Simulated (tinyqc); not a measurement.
Shockley-Read-Hall recombination through one deep level: sweeps and comparisons. A value that a table varies takes the place of the one given here.

One level at Et with degeneracy 1: tn = 1/(sn vth Nt), tp = 1/(sp_ vth Nt), n1 = Nc exp((Et - Eg)/kT), p1 = Nv exp(-Et/kT), ni^2 = n1 p1. Equilibrium n0 = Nm, p0 = ni^2/Nm; n = n0 + dn, p = p0 + dn. U = (n p - ni^2)/(tp (n + n1) + tn (p + p1)), lifetime dn/U; emission rates en = sn vth n1, ep = sp_ vth p1.

Constants: kB = 8.617333262e-05 eV/K.

Values chosen for the exercise (gap and densities of states near those of Si at this temperature; shifted at random, so the results belong to these values and not to a real crystal): E1 = 0.536 eV (level (+1/0) above Ev); E2 = 0.903 eV (level (0/-1) above Ev); gm = 2 (degeneracy of the middle state, the others 1); T = 250 K; Eg = 1.153 eV (gap); Nc = 2.15e+19 1/cm^3 (conduction-band density of states); Nv = 8.88e+18 1/cm^3 (valence-band density of states); Nd = 2.5e+14 1/cm^3 (ionised shallow donors minus acceptors); Et = 0.536 eV (recombination level above Ev); Nt = 1.4e+15 1/cm^3 (defects); sn = 8e-16 cm^2 (electron capture cross-section); sp_ = 4.2e-15 cm^2 (hole capture cross-section); vth = 12000000 cm/s (thermal velocity, both carriers); Nm = 7.1e+16 1/cm^3 (equilibrium electrons for the lifetime steps); dn = 6.5e+15 1/cm^3 (excess pairs).

## Charge state against the Fermi level (deep level with several charge states)

Energies from Ev. The defect has charge states +1, 0, -1 with weights 1, gm exp((EF - E1)/kT), exp((2 EF - E1 - E2)/kT); the shares are the weights over their sum. Boltzmann carriers: n = Nc exp((EF - Eg)/kT), p = Nv exp(-EF/kT). Neutrality: p - n + Nd + Nt <q> = 0.

Shares:
```
EF (eV)     +1      0     -1     <q>
0.069    1.000  0.000  0.000   1.000
0.161    1.000  0.000  0.000   1.000
0.254    1.000  0.000  0.000   1.000
0.346    1.000  0.000  0.000   1.000
0.438    0.979  0.021  0.000   0.979
0.530    0.398  0.602  0.000   0.398
0.623    0.009  0.991  0.000   0.009
0.715    0.000  1.000  0.000   0.000
0.807    0.000  0.994  0.006  -0.006
0.899    0.000  0.707  0.293  -0.293
0.992    0.000  0.031  0.969  -0.969
1.084    0.000  0.000  1.000  -1.000
```

Where the levels are several kT apart the middle state rules between about E1 - kT ln gm = 0.521 and E2 + kT ln gm = 0.918 eV; its largest share listed is 1.000. Each step spreads from 10 % to 90 % over 4.4 kT = 0.095 eV.

## Defects against doping (deep level with several charge states)

Nt takes the listed multiples of |Nd|; the resistivity uses mobilities of 1000 (electrons) and 300 (holes) cm^2/(V s), chosen for the exercise, and e = 1.602176634e-19 C.

Neutral state:
```
Nt/|Nd|  EF (eV)  n (1/cm^3)  p (1/cm^3)  rho (ohm cm)
0.01      0.9081    2.49e+14        4.38          25.1
0.10      0.9074    2.40e+14        4.53          26.0
0.30      0.9057    2.23e+14        4.89          28.0
0.60      0.9034    1.99e+14        5.46          31.3
0.90      0.9011    1.79e+14        6.08          34.8
1.10      0.8996    1.68e+14        6.50          37.2
1.50      0.8969    1.48e+14        7.39          42.3
3.00      0.8883    9.90e+13        11.0          63.1
10.00     0.8668    3.66e+13        29.8           170
```

EF goes from 0.908 to 0.867 eV and the resistivity from 25.1 to 170 ohm cm, with a largest value of 170. The largest move of EF, -0.021 eV, comes between Nt/|Nd| = 3 and 10; the levels lie at 0.536 and 0.903 eV. A defect can take up to one carrier of either sign, so the doping can be cancelled no earlier than Nt = |Nd|, there only if EF lies well beyond the level that takes the carriers and otherwise at larger Nt (mean charge -0.09 in the last row).

## Lifetime against injection

Recombination:
```
dn (1/cm^3)  lifetime (microsecond)  U (1/(cm^3 s))
1.0e+11                     0.01417        7.06e+18
1.0e+12                     0.01417        7.06e+19
1.0e+13                     0.01418        7.05e+20
1.0e+14                     0.01428        7.00e+21
1.0e+15                     0.01521        6.58e+22
1.0e+16                     0.02336        4.28e+23
1.0e+17                     0.05768        1.73e+24
1.0e+18                     0.08364        1.20e+25
```

The lifetime rises from 0.01417 to 0.08364 microsecond; tn + tp = 0.08858. At low injection it is tp (1 + n1/n0) + tn p1/n0 with n1/Nm = 1.1e-10 and p1/Nm = 2e-09: re-emission is negligible, so minority capture alone counts. Auger and radiative paths are left out; they cut in at the highest injections, and in a doped direct-gap crystal the radiative one counts at all injections. dn = dp neglects trapped charge, which matters where the traps hold a charge comparable with dn, at low injection and with very unequal cross sections.

## Where a level does most harm

Et takes the values listed; G = Nt en ep/(en + ep) in a depleted region; the lifetime is for dn = 1e11 1/cm^3.

Results:
```
Et (eV)  lifetime (microsecond)  G (1/(cm^3 s))
0.069                     0.392        4.06e+04
0.161                    0.0195        2.90e+06
0.254                    0.0142        2.18e+08
0.346                    0.0142        1.56e+10
0.438                    0.0142        1.11e+12
0.530                    0.0142        7.93e+13
0.623                    0.0142        1.68e+14
0.715                    0.0142        2.42e+12
0.807                    0.0142        3.38e+10
0.899                    0.0142        4.72e+08
0.992                    0.0166        6.30e+06
1.084                     0.189        8.80e+04
```

Generation peaks where en = ep, at Eg/2 + (kT/2) ln(sp_ Nv/(sn Nc)) = 0.585 eV; the largest value listed is at 0.623 eV, and G falls by a decade for each 0.050 eV away from the peak. The lifetime is within a factor 2 of its minimum, 0.0142 microsecond, from 0.161 to 0.992 eV: recombination tolerates a wide range of Et, generation a narrow one.

## What moves lifetime and leakage

G = Nt en ep/(en + ep). Each row changes one parameter from the base and keeps the others.

Results:
```
case                  lifetime (microsecond)  G (1/(cm^3 s))
base                                 0.02041        1.04e+14
Et = 0.576 eV                        0.02041        4.68e+14
sn = 1.6e-15 cm^2                    0.01729        2.06e+14
sp_ = 8.4e-15 cm^2                   0.01333        1.05e+14
Nt = 7e+14 1/cm^3                    0.04083        5.21e+13
Nm = 2.13e+17 1/cm^3                 0.01638        1.04e+14
dn = 1.95e+16 1/cm^3                 0.03020        1.04e+14
```

The largest shifts from the base row, up to three for each result and ties (the steps differ in size, so this ranks the rows, not the parameters). lifetime (microsecond): Nt +0.0204, dn +0.00979, sp_ -0.00709; unchanged at the printed digits by Et. G (1/(cm^3 s)): Et +3.64e+14, sn +1.02e+14, Nt -5.21e+13; unchanged at the printed digits by Nm and dn.

tinyqc: `OMP_NUM_THREADS=1 python tinyqc.py 1681673 1681674 out.jsonl`; about 0.01 s, one thread, shared Intel(R) Xeon(R) Processor @ 2.30GHz.
